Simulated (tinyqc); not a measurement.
p-n diode, drift-diffusion by the Gummel loop with Scharfetter-Gummel fluxes: one step of the calculation.

Abrupt junction at x = 0, p side from -Lp, n side to Ln, ohmic contacts. psi is counted from the intrinsic level; n = ni exp((psi - phin)/Vt), p = ni exp((phip - psi)/Vt). Contacts: p side psi = V - Vt ln(Na/ni), p = Na, n = ni^2/Na; n side psi = Vt ln(Nd/ni), n = Nd, p = ni^2/Nd. Constant mobilities, D = mu Vt, Boltzmann statistics, SRH recombination through a mid-gap level, U = (n p - ni^2)/(tp (n + ni) + tn (p + ni)). Current is positive from the p contact to the n contact.

Task. Hole continuity. With psi and the new n held, F_i = (mup Vt/h_i) [p_(i+1) B(-d_i) - p_i B(d_i)], d_i = (psi_(i+1) - psi_i)/Vt, B(d) = d/(exp(d) - 1); solve F_i - F_(i-1) = w_i [(n_i p_i - ni^2)/den_i - G] for the new p, with den = tp (n + ni) + tn (p + ni) taken at the new n and the old p, h_i = x_(i+1) - x_i, w_i = (h_(i-1) + h_i)/2; phip = psi + Vt ln(p/ni).

Inputs (values chosen for the exercise); band and dielectric values those of a made-up semiconductor:
- T = 350 K (temperature)
- Na = 7.7e17 cm^-3 (acceptor density of the p side)
- Nd = 5.7e16 cm^-3 (donor density of the n side)
- mup = 140 cm^2/(V s) (hole mobility)
- tn = 2e-8 s (SRH lifetime of electrons)
- tp = 1e-7 s (SRH lifetime of holes)
- G = 0 cm^-3 s^-1 (uniform generation rate)

Constants: q = 1.602176634e-19 C, kB = 1.380649e-23 J/K, Vt = kB T/q. Results are converted to the units shown.

```
node  x (nm)      psi (V)  new n (cm^-3)  p after Poisson (cm^-3)
0       -420  -0.05171558    5.5159033e5                   7.7e17
1       -237  -0.05171558   5.2264181e10             7.7000012e17
2       -129  -0.05171554   8.3112774e10             7.6999910e17
3        -66  -0.05170761   1.0113437e11             7.6979652e17
4      -28.6  -0.05114955   1.1380769e11             7.5568405e17
5       -6.5  -0.03719422   1.8879630e11             4.7576488e17
6        6.5   0.06819256   6.2497274e12             1.4450720e16
7       40.8   0.26235472   3.9064198e15             2.3124776e13
8        131   0.34120508   5.3355017e16             1.6930984e12
9        369   0.34319093   5.6986326e16             1.5852120e12
10       996   0.34319797   5.6999809e16             1.5848421e12
11      2650   0.34319797   5.7000297e16             1.5848419e12
12      7000   0.34319713         5.7e16              7.4513079e6
```

ni = 6.5170895e11 cm^-3

Find: new p; phip after round 1.

Result.

```
node  new p (cm^-3)  phip after round 1 (V)
0          7.700e17                  0.3700
1          7.700e17                  0.3700
2          7.700e17                  0.3700
3          7.698e17                  0.3700
4          7.557e17                  0.3700
5          4.758e17                  0.3700
6          1.445e16                  0.3700
7          2.312e13                  0.3700
8          1.683e12                  0.3698
9          1.503e12                  0.3684
10         1.315e12                  0.3644
11         8.777e11                  0.3522
12          7.451e6                  0.0000
```

tinyqc, about 0.2 s, one thread, Intel Xeon 2.30GHz (shared host): `OMP_NUM_THREADS=1 python tinyqc.py 2240052 2240053 out.jsonl`
